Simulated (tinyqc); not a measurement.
## Circuit elements from the admittance matrix

Inverse problem. Y belongs to a common-source circuit with y11 = i w (Cgs + Cgd), y12 = -i w Cgd, y21 = gm - i w Cgd, y22 = gds + i w (Cgd + Cd) and a resistance Rg in series with the gate; w = 2 pi f. Find Rg, Cgs + Cgd, Cgd, gm, gds and Cd.

Values chosen for this exercise: signal frequency f = 10 GHz.

Y with Rg (mS):

|  | 1 | 2 |
|---|---|---|
| 1 | 0.014253661+0.410597359i | -0.003267822-0.094134339i |
| 2 | 1.361368123-0.141506925i | 0.081736758+0.274728505i |

Solution. 1/Y11 = Rg + 1/(i w (Cgs + Cgd)) gives Rg; removing it from Z11 returns the inner y, whose parts are read off.

Rg = 84.4 ohm
Cgs + Cgd = 6.54 fF
Cgd = 1.50 fF
gm = 1.37 mS
gds = 0.0806 mS
Cd = 2.70 fF

Numbers from tinyqc (`OMP_NUM_THREADS=1 python tinyqc.py 2150137 2150138 out.jsonl`; about 0.01 s on one thread of a shared Intel Xeon 2.30GHz).
